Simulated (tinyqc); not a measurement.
Threshold of a short bulk MOSFET: charge sharing, barrier lowering, narrow width: one step of the calculation.

n-channel device on a p-type body, depletion approximation, full ionisation. Uniform doping N = Na. Vbi from Boltzmann statistics is rough for the degenerate source. Cox = eps0 eox/tox.

Problem. Short-channel and narrow-width shifts. Charge sharing (trapezoid; it ignores Vds): F = (xj/L)(sqrt(1 + 2 Wd/xj) - 1), lowering = body term times F. Barrier lowering: th = exp(-L/(2 l)) + 2 exp(-L/l), lowering = th [2 (Vbi - 2 pB) + Vds], DIBL = th. Narrow width: rise = body term times xw Wd/W. VT by each model = VT0 - lowering + rise.

Values chosen for this exercise; band and dielectric values close to those of silicon:
```
symbol  value  unit                                                    meaning
xj         11    nm                                             junction depth
Vds       1.2     V                                       drain-source voltage
W         210    nm                                                 gate width
xw          0        shape factor of the fringing depletion at the width edges
L         250    nm                                             channel length
```

2 pB = 0.95739701 V
Wd = 51.518266 nm
body term = 1.0665663 V
VT0 = 1.0539633 V
Vbi = 1.0772373 V
l = 26.890614 nm

Give: F; lowering by charge sharing; th; lowering of the barrier; DIBL; narrow-width rise; VT, charge sharing; VT, barrier lowering.

Solution.

F = 0.097670
lowering by charge sharing = 104.17 mV
th = 0.0097597
lowering of the barrier = 14.051 mV
DIBL = 9.7597 mV/V
narrow-width rise = 0 mV
VT, charge sharing = 0.94979 V
VT, barrier lowering = 1.0399 V

L is 9.30 scale lengths. The charge-sharing lowering is 7.41 times the barrier lowering; the first falls off as 1/L and the second exponentially. Both describe the same loss of gate control, so they are alternatives and are not added.

Program tinyqc, `OMP_NUM_THREADS=1 python tinyqc.py 2002206 2002207 out.jsonl`; Intel Xeon 2.30GHz, shared host, one thread, about 0.01 s.
